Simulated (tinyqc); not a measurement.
Stress in a transistor channel from embedded alloy regions, liners and fins, by half-space elasticity: one step, computed by the program tinyqc. Command: `OMP_NUM_THREADS=1 python tinyqc.py 3026844 3026845 out.jsonl stressor walk`. One thread of a shared host (Intel(R) Xeon(R) Processor @ 2.30GHz), about 0.01 s of CPU time with the checks.

Plane strain in an isotropic half-space, the same constants everywhere; x along the channel from its centre, y downwards from the free surface; stress is positive in tension.

Problem. Stress at the centre of the channel. A line element dA of misfit at (a, c) in the half-space gives, with C = E e/(2 pi (1 - nu)), X = x - a, r1^2 = X^2 + (y - c)^2, r2^2 = X^2 + Y^2, Y = y + c: s_xx = -C dA {[X^2 - (y - c)^2]/r1^4 + 3 [X^2 - Y^2]/r2^4 + 4 y Y (Y^2 - 3 X^2)/r2^6}, s_yy = C dA {[X^2 - (y - c)^2]/r1^4 - [X^2 - Y^2]/r2^4 + 4 y Y (Y^2 - 3 X^2)/r2^6}. These are integrated over two rectangles, L/2 < |a| < L/2 + S, 0 < c < d (closed form in a, 200 Gauss-Legendre points in c).

Inputs (values chosen for the exercise, modelled on silicon): Young's modulus E = 171 GPa; Poisson ratio nu = 0.28; channel length L = 114 nm; length of each stressor S = 30 nm; recess depth d = 40 nm; depth of the field point y = 2.6 nm.

Stressor: Si(1-x)C(x) source and drain.

misfit e = -0.010419

stress of a blanket film = 2.474512 GPa

Give: s_xx; s_yy; s_xx over the blanket-film stress.

Solution.

s_xx = 536.95 MPa

s_yy = 1.0911 MPa

s_xx over the blanket-film stress = 0.21699

The channel is stretched along its length; s_yy is 0.0020 of s_xx in size and vanishes at the surface.
